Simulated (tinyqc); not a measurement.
Reverse leakage of an n+-p junction: diffusion, generation, trap-assisted and band-to-band tunnelling: leakage components against the acceptor density of the lighter side.

One-sided abrupt junction in the depletion approximation, x from the junction (0) to W on the p side, field F = F0 (1 - x/W). Flat quasi-Fermi levels, long p side. Traps generate through SRH with both lifetimes shortened by 1 + Gamma (Hurkx enhancement, form for moderate fields); band-to-band generation is local and needs a total bending above Eg.

ni = sqrt(Nc Nv) exp(-Eg/(2 Vt)), Eg in volts; Vbi = Vt ln(Na Nd/ni^2); W = sqrt(2 eps0 eps_r (Vbi + VR)/(q Na)); F0 = 2 (Vbi + VR)/W; FG = sqrt(24 mt m0 (kB T)^3)/(q hbar); J_diff = q ni^2 sqrt(Dn/tau)(1 - exp(-VR/Vt))/Na. u = (Vbi + VR)(1 - x/W)^2, p = Na exp(-u/Vt), n = Nd exp((u - Vbi - VR)/Vt); G0 = ni^2 (1 - exp(-VR/Vt))/(tau (n + p + 2 ni cosh(Et/Vt))); Gamma = 2 sqrt(3 pi)(F/FG) exp((F/FG)^2); trap-assisted part G0 Gamma; G_bb = Ab F^2.5 exp(-Bb/F) with F in V/cm, zero unless Vbi + VR > Eg. Currents are q times the integrals over 0 to W; J_bb under 1e-8 of J is printed as 0; rows with F0/FG above 2.2, beyond the range of this Gamma, are left out.

Inputs (values chosen for the exercise); band and dielectric values close to those of silicon:
- T = 350 K (temperature)
- Eg = 1.11 eV (band gap)
- eps_r = 11.7 (relative permittivity)
- Nc = 3.54e19 cm^-3 (conduction-band density of states at T)
- Nv = 3.39e19 cm^-3 (valence-band density of states at T)
- Nd = 1e19 cm^-3 (donor density of the heavier side)
- tau = 9e-6 s (SRH lifetime of both carriers at zero field)
- Et = 0 eV (trap level above the intrinsic level)
- mt = 0.24 m0 (tunnelling mass)
- Dn = 16 cm^2/s (electron diffusion coefficient on the lighter side)
- Ab = 2.1e14 cm^-0.5 V^-2.5 s^-1 (band-to-band prefactor)
- Bb = 1.84e7 V/cm (band-to-band field constant)
- VR = 2.3 V (reverse bias)

Constants: q = 1.602176634e-19 C, kB = 1.380649e-23 J/K, hbar = 1.054571817e-34 J s, m0 = 9.1093837015e-31 kg, Vt = kB T/q, eps0 = 8.8541878128e-14 F/cm where lengths are in cm. Results are converted to the units shown.

Leakage components against the acceptor density of the lighter side:
```
Na (cm^-3),F0 (kV/cm),F0/FG,J_diff (A/cm^2),J_SRH (A/cm^2),J_TAT (A/cm^2),J_bb (A/cm^2),J (A/cm^2),largest part
1e16,98.3,0.216,2.66e-9,1.23e-7,1.01e-7,0,2.27e-7,SRH generation
2.4e16,153,0.336,1.11e-9,7.81e-8,1.05e-7,0,1.84e-7,trap-assisted tunnelling
5.6e16,235,0.515,4.76e-10,5.05e-8,1.13e-7,0,1.64e-7,trap-assisted tunnelling
1.3e17,359,0.788,2.05e-10,3.27e-8,1.35e-7,0,1.68e-7,trap-assisted tunnelling
3.2e17,566,1.24,8.33e-11,2.05e-8,2.20e-7,1.86e-11,2.41e-7,trap-assisted tunnelling
7.5e17,869,1.91,3.55e-11,1.33e-8,7.72e-7,4.46e-6,5.25e-6,band-to-band tunnelling
```

J goes from 2.27e-7 through a minimum of 1.64e-7 (at Na = 5.6e16 among the rows listed) to 5.25e-6 A/cm^2. SRH generation leads at Na = 1e16, trap-assisted tunnelling from 2.4e16, band-to-band tunnelling from 7.5e17 on. The ratio J_TAT/J_SRH goes from 0.825 to 58.2 as F0/FG goes from 0.216 to 1.91.

tinyqc, about 0.01 s, one thread, Intel Xeon 2.30GHz (shared host): `OMP_NUM_THREADS=1 python tinyqc.py 2290078 2290079 out.jsonl`
